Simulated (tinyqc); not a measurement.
Fully depleted semiconductor-on-insulator film with two gates, non-linear Poisson equation by Newton steps: one step of the calculation.

One dimension across the film, front interface at x = 0, back interface at x = ts. psi is counted from the intrinsic level, n = ni exp(psi/Vt) (source grounded), holes neglected, acceptors ionised. Gates act through Cox = eps0 eox/tox and Cbox = 3.9 eps0/tb with potentials G1 = Vg - (phiM - chi - Vt ln(Nc/ni)) and G2 = Vb - (phiB - chi - Vt ln(Nc/ni)). Classical Boltzmann densities, no interface charge, no depletion in the back plane.

Task. Capacitances and gate potentials. ni = sqrt(Nc Nv) exp(-Eg/(2 Vt)), Eg in volts; Cox, Cbox, G1, G2 as defined; Cs = eps0 eps_r/ts; a = eps0 eps_r/h with h = ts/9; coupling ratio of a depleted film Cs Cbox/(Cox (Cs + Cbox)).

Inputs (values chosen for the exercise); band and dielectric values close to those of silicon: temperature T = 300 K; band gap Eg = 1.1 eV; relative permittivity eps_r = 11.7; conduction-band density of states at T Nc = 2.75e19 cm^-3; valence-band density of states at T Nv = 2.64e19 cm^-3; electron affinity chi = 4 eV; relative permittivity of the gate insulator (close to silicon dioxide) eox = 3.9; insulator thickness tox = 1.4 nm; film thickness ts = 14 nm; buried-oxide thickness (eps_r 3.9) tb = 46 nm; work function of the front gate phiM = 4.58 eV; work function of the back plane phiB = 4.05 eV; back-gate voltage Vb = 0 V; front-gate voltage Vg = 0.8 V.

Constants: q = 1.602176634e-19 C, kB = 1.380649e-23 J/K, Vt = kB T/q, eps0 = 8.8541878128e-14 F/cm where lengths are in cm. Results are converted to the units shown.

Wanted: ni; Cox; Cbox; Cs; a; G1; G2; coupling ratio.

Result.

ni = 1.552e10 cm^-3
Cox = 2.467 uF/cm^2
Cbox = 0.07507 uF/cm^2
Cs = 0.7400 uF/cm^2
a = 6.660 uF/cm^2
G1 = 0.7705 V
G2 = 0.5005 V
coupling ratio = 0.02763

Range of the model: In so thin a film or at such density quantum confinement moves the charge away from the interfaces and raises the threshold.

Computed by the program tinyqc: `OMP_NUM_THREADS=1 python tinyqc.py 2190055 2190056 out.jsonl`, one thread of a shared Intel Xeon 2.30GHz, about 0.3 s for the whole run.
